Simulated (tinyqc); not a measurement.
Six-band Luttinger-Kohn model with strain, step by step. Values are carried at full precision from step to step, so a last printed digit may differ when a step is redone from the rounded ones.

Constants: hbar^2/2m0 = 3.80998211 eV angstrom^2.

Parameters, chosen for this exercise (near those of Ge; not measured data): C11 = 125.8 GPa; C12 = 48.6 GPa; C44 = 65 GPa; load = uniaxial [001] (kind of stress); X = 1.19 GPa (stress); Dso = 0.294 eV (spin-orbit splitting); g1 = 13.43 (Luttinger gamma1); g2 = 4.22 (gamma2); g3 = 5.73 (gamma3); av = 1.21 eV (valence hydrostatic potential); b = -2.53 eV (tetragonal shear potential); d = -5.3 eV (trigonal shear potential); k = (-0.003, 0.007, 0) 1/angstrom (wave vector); kmax = 0.03 1/angstrom (end of the path).

## Strain from a uniaxial [001] stress

s11 = (C11 + C12)/((C11 - C12)(C11 + 2 C12)), s12 = -C12/((C11 - C12)(C11 + 2 C12)), s44 = 1/C44; exx = s11 sxx + s12 (syy + szz) and cyclic, exy = s44 sxy/2; tension is positive. A uniaxial stress X along the unit vector n is s_ij = X n_i n_j.

s11, s12, s44 (1/TPa): [10.1303, -2.8230, 15.3846]

strain tensor, rows x, y, z and columns alike:
```
[[-0.003359, 0.000000, 0.000000],
 [0.000000, -0.003359, 0.000000],
 [0.000000, 0.000000, 0.012055]]
```

The volume changes by +0.534 %; there is no shear in the cubic axes, so d does not enter.

## The terms P, Q, R, S at one k

P = c g1 k^2 - av tr(e); Q = c g2 (kx^2 + ky^2 - 2 kz^2) - (b/2)(exx + eyy - 2 ezz); R = c sqrt3 [-g2 (kx^2 - ky^2) + 2i g3 kx ky] + (sqrt3/2) b (exx - eyy) - i d exy; S = 2 c sqrt3 g3 (kx - i ky) kz - d (exz - i eyz); c = hbar^2/2m0, e the strain tensor (not engineering shear).

Form the four terms.

Terms (eV):
```
term            from k  from strain
P              0.00297     -0.00646
Q              0.00093     -0.03900
R     0.00111-0.00159i      0.00000
S              0.00000      0.00000
```

## The Hamiltonian

Six-band Luttinger-Kohn model in the basis |3/2,3/2>, |3/2,1/2>, |3/2,-1/2>, |3/2,-3/2>, |1/2,1/2>, |1/2,-1/2>, electron energies, zero at the top of the unstrained valence band. H = -[rows: (P+Q, -S, R, 0, -S/r2, r2 R); (-S*, P-Q, 0, R, -r2 Q, r32 S); (R*, 0, P-Q, S, r32 S*, r2 Q); (0, R*, S*, P+Q, -r2 R*, -S*/r2); (-S*/r2, -r2 Q, r32 S, -r2 R, P+Dso, 0); (r2 R*, r32 S*, r2 Q, -S/r2, 0, P+Dso)], r2 = sqrt(2), r32 = sqrt(3/2). Levels are twofold.

Each term is the sum of its two parts.

H(k) (eV), rows 3/2,3/2, 3/2,1/2, 3/2,-1/2, 3/2,-3/2, 1/2,1/2, 1/2,-1/2 and columns alike:
```
[[0.0416, 0, -0.0011+0.0016i, 0, 0, -0.0016+0.0022i],
 [0, -0.0346, 0, -0.0011+0.0016i, -0.0538, 0],
 [-0.0011-0.0016i, 0, -0.0346, 0, 0, 0.0538],
 [0, -0.0011-0.0016i, 0, 0.0416, 0.0016+0.0022i, 0],
 [0, -0.0538, 0, 0.0016-0.0022i, -0.2905, 0],
 [-0.0016-0.0022i, 0, 0.0538, 0, 0, -0.2905]]
```

## Levels and their make-up

Diagonalise H. The weights add +m and -m and are averaged over each pair; m is taken along z.

levels from the top, each twofold (eV): [0.0417, -0.0238, -0.3014]

weights, rows |3/2,+-3/2>, |3/2,+-1/2>, |1/2,+-1/2>; columns top, second, third:
```
[[0.999, 0.001, 0.000],
 [0.001, 0.960, 0.039],
 [0.000, 0.039, 0.961]]
```

The top pair is 100 % |3/2,+-3/2>, the second pair is 96 % |3/2,+-1/2> and the third pair is 96 % |1/2,+-1/2>.

## Band edges at k = 0
Diagonalise H at k = 0. The weights add +m and -m (m along z) and are averaged over each pair.

edges from the top (eV): [0.0455, -0.0211, -0.2990]

weights at k = 0, rows |3/2,+-3/2>, |3/2,+-1/2>, |1/2,+-1/2>; columns top, second, third:
```
[[1.000, 0.000, 0.000],
 [0.000, 0.959, 0.041],
 [0.000, 0.041, 0.959]]
```

The stress splits the top two pairs by 66.6 meV, 2.58 times kT at 300 K (25.85 meV); the third lies 344.4 meV below the top, against Dso = 294 meV without stress.

## The edges in closed form

With R = S = 0: P = -av tr(e), Q = -(b/2)(exx + eyy - 2 ezz), W = sqrt(Dso^2 + 2 Dso Q + 9 Q^2); E(HH) = -P - Q, E(LH) and E(SO) = -P + (Q - Dso +/- W)/2. Without the coupling to the split-off band E(LH) = -P + Q.

P = -0.00646 eV
Q = -0.03900 eV
W = 0.27784 eV

E(HH), E(LH), E(SO) (eV): [0.0455, -0.0211, -0.2990]

E(LH) without the coupling = -0.0325 eV

The heavy-hole edge is on top. The coupling raises the light-hole edge by 11.4 meV; to lowest order it is 2 Q^2/Dso = 10.3 meV, with |Q|/Dso = 0.13.

## Polarisation of the edge transitions

In the basis X, Y, Z times spin, H(k = 0) has -Dso/3 + l exx + m (eyy + ezz) on the diagonal (cyclic) and n exy off it, l = av + 2 b, m = av - b, n = sqrt(3) d. Spin-orbit term (Dso/3) L.sigma on X, Y, Z with (L_k)_ij = -i epsilon_kij: <X+|H|Y+> = -i Dso/3, <X+|H|Z-> = Dso/3, <Y+|H|Z-> = -i Dso/3, <Z+|H|X-> = -Dso/3, <Z+|H|Y-> = i Dso/3, <X-|H|Y-> = i Dso/3, and their conjugates; + and - are the spin along z. The strength of a transition to an s-like conduction level for light polarised along the unit vector u is the weight of the orbital ux X + uy Y + uz Z in the valence state, summed over spin and averaged over the pair.

strain block of X, Y, Z (eV), rows X, Y, Z and columns alike:
```
[[0.04546, 0, 0],
 [0, 0.04546, 0],
 [0, 0, -0.07154]]
```

Relative strengths:
```
polarisation    top  second  third
[100]         0.500   0.267  0.233
[010]         0.500   0.267  0.233
[001]         0.000   0.466  0.534
[110]         0.500   0.267  0.233
[1-10]        0.500   0.267  0.233
[111]         0.333   0.333  0.333
```

The top pair is strongest for light along [100], [010], [110] and [1-10] (0.500) and weakest along [001] (0.000); without strain every direction has 1/3 on average over the fourfold top. For each polarisation the three pairs add up to 1.

## Hole masses at the edges

Curvature at k = 0: m/m0 = -2 c h^2/(E(h u) + E(-h u) - 2 E(0)) with h = 0.0002 1/angstrom along the unit vector u.

Hole masses (m0):
```
direction    top  second  third
[110]      0.057   0.085  0.092
[1-10]     0.057   0.085  0.092
[100]      0.057   0.085  0.092
[001]      0.200   0.060  0.054
```

Of the directions listed, the top pair is lightest along [110], [1-10] and [100] (0.057) and heaviest along [001] (0.200). These masses hold only for hole energies well below the splitting of 67 meV.

## Bands along [110] and [001]

Six points from 0 to kmax in each direction.

Levels (eV):
```
direction  |k| (1/angstrom)     top   second    third  top, no stress  second, no stress
[110]                 0.000  0.0455  -0.0211  -0.2990          0.0000             0.0000
[110]                 0.006  0.0431  -0.0228  -0.3005         -0.0004            -0.0033
[110]                 0.012  0.0366  -0.0283  -0.3051         -0.0014            -0.0131
[110]                 0.018  0.0279  -0.0390  -0.3133         -0.0032            -0.0287
[110]                 0.024  0.0194  -0.0566  -0.3258         -0.0057            -0.0492
[110]                 0.030  0.0123  -0.0813  -0.3438         -0.0088            -0.0732
[001]                 0.000  0.0455  -0.0211  -0.2990          0.0000             0.0000
[001]                 0.006  0.0448  -0.0234  -0.3015         -0.0007            -0.0030
[001]                 0.012  0.0427  -0.0302  -0.3093         -0.0027            -0.0119
[001]                 0.018  0.0393  -0.0410  -0.3227         -0.0062            -0.0262
[001]                 0.024  0.0345  -0.0553  -0.3423         -0.0110            -0.0455
[001]                 0.030  0.0283  -0.0722  -0.3689         -0.0171            -0.0688
```

## Checks

- Levels against the same model in the basis X, Y, Z times spin: they agree to 1e-10 or better.
- Closed-form edges against the diagonalisation: they agree to 1e-10 or better.

Computed by tinyqc, a small Python program: `OMP_NUM_THREADS=1 python tinyqc.py 1081493 1081494 out.jsonl` (the numbers bound the seed that draws the inputs); one thread of a shared host (Intel(R) Xeon(R) Processor @ 2.30GHz), about 0.04 s for the whole set of steps.
